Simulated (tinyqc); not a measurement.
# Capacitances against the line height

Endless row of lines of width wl, height tl and space sl between grounded planes at distance hd; e2 fills the gaps beside the lines, e1 the rest. Laplace's equation is solved on meshes of 3, 6 and 12 steps per unit u and extrapolated (Aitken), which is good to about 0.2 %. C_even (all lines at 1 V) is the capacitance Cg to the planes; C_odd (neighbours in antiphase) = Cg + 4 Cc if only nearest neighbours couple, which defines Cc; total with quiet neighbours Cg + 2 Cc. Plate values 2 eps0 e1 wl/hd and eps0 e2 tl/sl.

Inputs (values chosen for the exercise):
```
symbol,value,unit,meaning
e1,3,,relative permittivity above and below the lines
e2,3.9,,relative permittivity between the lines
wl,4,u,"line width, in units u"
sl,8,u,space between lines
hd,8,u,distance to each plane
```

Constants: eps0 = 8.8541878128e-12 F/m. Results are converted to the units shown.

The same in every row: plate Cg (aF/um) = 26.6.

Capacitances against the line height:

| tl (u) | Cg (aF/um) | Cc (aF/um) | Cg + 2 Cc (aF/um) | C_odd (aF/um) | plate Cc (aF/um) | share of coupling, 2 Cc/(Cg + 2 Cc) (%) |
|---|---|---|---|---|---|---|
| 2 | 68.3 | 14.5 | 97.3 | 126 | 8.63 | 29.7 |
| 4 | 70.8 | 22.6 | 116 | 161 | 17.3 | 39.0 |
| 6 | 71.8 | 31.0 | 134 | 196 | 25.9 | 46.4 |
| 8 | 72.3 | 39.6 | 151 | 231 | 34.5 | 52.3 |
| 12 | 72.6 | 56.8 | 186 | 300 | 51.8 | 61.0 |
| 16 | 72.6 | 74.0 | 221 | 369 | 69.1 | 67.1 |

As tl goes from 2 to 16, Cg rises from 68.3 to 72.6 aF/um, Cc rises from 14.5 to 74.0 aF/um and the share of coupling rises from 29.7 to 67.1 %. Cg is 2.57 times its plate value in the first row and 2.73 times in the last; for Cc the ratios are 1.67 and 1.07. Neighbours in antiphase raise the load by a factor of 1.30 and 1.67 over quiet ones.

Computed by the program tinyqc: `OMP_NUM_THREADS=1 python tinyqc.py 2790178 2790179 out.jsonl`, one thread of a shared Intel Xeon 2.30GHz, about 1 s for the whole run.
